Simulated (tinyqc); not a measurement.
From results back to parameters: averaged masses of warped heavy- and light-hole bands. Five cases, with inputs chosen for the exercise.

Problem. For B along [111] the central orbits have s = 1/4 all round, so the cyclotron masses are 1/(g1 -/+ sqrt(g2^2 + 3 g3^2)). They are given with the heavy-hole mass along [100], 1/(g1 - 2 g2); g2 and g3 are positive.

Case 1.

heavy and light cyclotron mass for B along [111]; heavy mass along [100] (m0): 0.6653672  0.0802757  0.3496503

Case 2.

heavy and light cyclotron mass for B along [111]; heavy mass along [100] (m0): 0.3611568  0.0413033  0.1949318

Case 3.

heavy and light cyclotron mass for B along [111]; heavy mass along [100] (m0): 0.5015535  0.0401507  0.2386635

Case 4.

heavy and light cyclotron mass for B along [111]; heavy mass along [100] (m0): 0.3844091  0.0414962  0.2061856

Case 5.

heavy and light cyclotron mass for B along [111]; heavy mass along [100] (m0): 0.5486128  0.1458317  0.2732240

Find: g1; sqrt(g2^2 + 3 g3^2); g2; g3.

Solution. The mean of the two inverse cyclotron masses is g1 and half their difference is the root; g2 = (g1 - 1/m[100])/2, and g3 follows.

Case 1.

g1 = 6.98
sqrt(g2^2 + 3 g3^2) = 5.477
g2 = 2.06
g3 = 2.93

Case 2.

g1 = 13.49
sqrt(g2^2 + 3 g3^2) = 10.721
g2 = 4.18
g3 = 5.70

Case 3.

g1 = 13.45
sqrt(g2^2 + 3 g3^2) = 11.456
g2 = 4.63
g3 = 6.05

Case 4.

g1 = 13.35
sqrt(g2^2 + 3 g3^2) = 10.749
g2 = 4.25
g3 = 5.70

Case 5.

g1 = 4.34
sqrt(g2^2 + 3 g3^2) = 2.517
g2 = 0.34
g3 = 1.44

Computed by tinyqc, one run a case: `OMP_NUM_THREADS=1 python tinyqc.py N N+1 out.jsonl` with N = 1050973, 1050986, 1051052, 1051096, 1051118; one thread of a shared Intel(R) Xeon(R) Processor @ 2.30GHz, about 0.04 s a run at most.
